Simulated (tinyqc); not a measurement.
Comparisons within one model: Wannier-Stark ladder of a miniband. A value that a table varies takes the place of the one given here.

One state in each well j = -(Nw - 1)/2 ... (Nw - 1)/2: H_jj = j e F d, H_(j,j+1) = -W/4; 1 kV/cm = 0.01 meV/angstrom. In an infinite chain the levels are j e F d and the state of well 0 has amplitude J_j(x) in size on well j, x = W/(2 e F d).

Constants: hbar = 6.58211957e-16 eV s.

Inputs chosen for the exercise (near those of an InGaAs/InAlAs superlattice; not measured data): W = 18 meV (miniband width); d = 80 angstrom (period); Nw = 9 (wells); Fs = (2.3, 3.2, 4.4, 6.2, 9.5, 16, 35) kV/cm (fields); G = 2 meV (hbar/tau); F = 10 kV/cm (field).

## Raising the field

Infinite-chain weights beside the middle spacing of the finite stack.

Results:

| F (kV/cm) | e F d (meV) | x | J_0^2 | J_1^2 | J_2^2 | middle spacing/(e F d) |
|---|---|---|---|---|---|---|
| 2.3 | 1.84 | 4.891 | 0.045 | 0.098 | 0.007 | 1.3978 |
| 3.2 | 2.56 | 3.516 | 0.146 | 0.017 | 0.209 | 1.1083 |
| 4.4 | 3.52 | 2.557 | 0.006 | 0.233 | 0.206 | 1.0193 |
| 6.2 | 4.96 | 1.815 | 0.110 | 0.338 | 0.096 | 1.0020 |
| 9.5 | 7.60 | 1.184 | 0.461 | 0.244 | 0.024 | 1.0001 |
| 16 | 12.80 | 0.703 | 0.775 | 0.109 | 0.004 | 1.0000 |
| 35 | 28.00 | 0.321 | 0.949 | 0.025 | 0.000 | 1.0000 |

J_0 vanishes at x = 2.405, F = 4.7 kV/cm, where the line at j = 0 disappears; J_0^2 overtakes J_1^2 for good at x = 1.435, F = 7.8 kV/cm, and reaches 0.95 in the last row. The 9 wells reproduce the middle spacing of the even ladder to 1 % from 6.2 kV/cm on, where the swing W/(e F d) = 2x is 3.6 periods. The lines are seen apart only where e F d exceeds their width, usually a few meV.

## Drift velocity with scattering

Esaki-Tsu: v = v0 y/(1 + y^2), y = e F d/G, v0 = W d/(2 hbar), at zero temperature; 1 angstrom/s = 1e-8 cm/s, 1 kV/cm = 0.01 meV/angstrom. The last column is dv/dF in cm^2/(V s).

Results:

| y | F (kV/cm) | v (1e6 cm/s) | dv/dF |
|---|---|---|---|
| 0.1 | 0.25 | 1.08 | 4246 |
| 0.3 | 0.75 | 3.01 | 3351 |
| 0.6 | 1.50 | 4.83 | 1514 |
| 1.0 | 2.50 | 5.47 | 0 |
| 1.5 | 3.75 | 5.05 | -518 |
| 2.5 | 6.25 | 3.77 | -437 |
| 4.0 | 10.00 | 2.57 | -227 |

v0 = 10.94 x 1e6 cm/s
field at y = 1 = 2.50 kV/cm

The velocity peaks at v0/2 = 5.47 x 1e6 cm/s at 2.50 kV/cm and then falls: negative differential velocity, steepest at y = sqrt3 with -v0/(8 Fc) = -547 cm^2/(V s). The low-field mobility is v0/Fc = 4375 cm^2/(V s). At the peak the swing is W/G = 9.0 periods, so the semiclassical picture holds.

## What each parameter does

e F d, x, J_0(x)^2 and the lowest level of the finite stack. Each row changes one parameter from the base and keeps the others.

Results:

| case | e F d (meV) | x | J_0^2 | lowest level (meV) |
|---|---|---|---|---|
| base | 8.00 | 1.125 | 0.501 | -34.23 |
| W = 14 meV | 8.00 | 0.875 | 0.668 | -33.41 |
| d = 88 angstrom | 8.80 | 1.023 | 0.570 | -37.27 |
| F = 14 kV/cm | 11.20 | 0.804 | 0.714 | -46.48 |
| Nw = 11 | 8.00 | 1.125 | 0.501 | -42.23 |

The largest shifts from the base row, up to three for each result and ties (the steps differ in size, so this ranks the rows, not the parameters). e F d (meV): F +3.20, d +0.80; unchanged at the printed digits by W and Nw. x: F -0.321, W -0.250, d -0.102; unchanged at the printed digits by Nw. J_0^2: F +0.213, W +0.167, d +0.069; unchanged at the printed digits by Nw. lowest level (meV): F -12.25, Nw -8.00, d -3.03.

Run: tinyqc, `OMP_NUM_THREADS=1 python tinyqc.py 1282234 1282235 out.jsonl`; Intel(R) Xeon(R) Processor @ 2.30GHz, one thread, shared host; about 0.01 s of CPU time with all checks.
